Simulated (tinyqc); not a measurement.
Inside a calculation. Method: inverse iteration on a symmetric matrix. Computed by tinyqc, a small Python program that keeps every step. Settings: method = inverse, shift = 0.17. Command: `OMP_NUM_THREADS=1 python tinyqc.py 21978 21979 out.jsonl` (the two numbers bound the seeds that draw the settings). One thread of a shared host (Intel(R) Xeon(R) Processor @ 2.60GHz), about 0.01 s of CPU time with the checks.

A:
$$\begin{pmatrix}
0.577000 & 0.612000 & 0.233000 & -0.330000 \\
0.612000 & 0.804000 & 0.555000 & -0.636000 \\
0.233000 & 0.555000 & 0.841000 & -0.511000 \\
-0.330000 & -0.636000 & -0.511000 & 1.370000
\end{pmatrix}$$

Stop when the residual |A v - lambda v| is below 1e-9.

Steps:
```
step      lambda  residual
1     0.65112116  1.56e-01
2     0.59188272  1.56e-01
3     0.43466837  2.67e-01
4     0.18678663  2.61e-01
5     0.05478916  1.53e-01
6     0.01787838  7.70e-02
7     0.00885019  3.85e-02
8     0.00660247  1.95e-02
9     0.00602783  9.91e-03
10    0.00587866  5.06e-03
11    0.00583965  2.59e-03
12    0.00582942  1.33e-03
13    0.00582673  6.82e-04
14    0.00582602  3.49e-04
15    0.00582583  1.79e-04
16    0.00582579  9.19e-05
17    0.00582577  4.71e-05
18    0.00582577  2.42e-05
19    0.00582577  1.24e-05
20    0.00582577  6.36e-06
21    0.00582577  3.26e-06
22    0.00582577  1.67e-06
23    0.00582577  8.57e-07
24    0.00582577  4.40e-07
25    0.00582577  2.25e-07
26    0.00582577  1.16e-07
27    0.00582577  5.93e-08
28    0.00582577  3.04e-08
29    0.00582577  1.56e-08
30    0.00582577  8.00e-09
```

Can the last value be used, and what does the course show?

Not by the stop rule, although the second column moves by less than 1e-07 over the last three steps. Not converged in 30 steps: the residual falls only by the ratio of the two smallest distances of eigenvalues from the shift, 0.51 a step. all eigenvalues, for comparison: [0.005826, 0.490133, 0.666750, 2.429291].
